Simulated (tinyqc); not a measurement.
Partial widths from the peak.

Inverse problem. A Breit-Wigner resonance has total width G = GL + GR and peak transmission Tp = 4 GL GR/G^2. GR is known to be the larger. Find GL, GR and the lifetime hbar/G.

Constants: q = 1.602176634e-19 C, hbar = 1.054571817e-34 J s. Results are converted to the units shown.

G = 19.648019 meV
Tp = 0.94305155

Answer. GL and GR have the sum G and the product Tp G^2/4, so they are (G/2)(1 +/- sqrt(1 - Tp)).

GL = 7.48 meV
GR = 12.2 meV
lifetime = 33.5 fs

Numbers from tinyqc (`OMP_NUM_THREADS=1 python tinyqc.py 2600008 2600009 out.jsonl`; about 0.1 s on one thread of a shared Intel Xeon 2.30GHz).
